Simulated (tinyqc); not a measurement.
One anharmonic mode: perturbation theory, self-consistent phonons and exact levels: one step, computed by the program tinyqc. Command: `OMP_NUM_THREADS=1 python tinyqc.py 3028115 3028116 out.jsonl scp walk`. One thread of a shared host (Intel(R) Xeon(R) Processor @ 2.30GHz), about 0.03 s of CPU time with the checks.

V(x) = k x^2/2 + b x^4 for one coordinate x of mass M. A constant K > 0 gives hbar Omega = sqrt((hbar^2/u) K/M) with K in eV/angstrom^2 and M in u.

Question. Harmonic values and first-order shift. <x^2> = (hbar Omega/(2K)) coth(hbar Omega/(2 k_B T)) at K = k; first order in b shifts the quantum by 6 b <x^2> hbar Omega/k.

Inputs (values chosen for the exercise, for a model mode):

| quantity | value | unit |
|---|---|---|
| mode mass M | 118 | u |
| harmonic constant k | 1.1 | eV/angstrom^2 |
| quartic constant b | 1.21 | eV/angstrom^4 |
| temperature T | 25 | K |

Shape: single well.

Constants: hbar^2/u = 4.18015928e-03 eV angstrom^2; k_B = 8.617333262e-05 eV/K.

Give: harmonic quantum; harmonic <x^2>; first-order shift.

Answer.

harmonic quantum = 6.242 meV

harmonic <x^2> = 0.003169 angstrom^2

first-order shift = 0.1306 meV
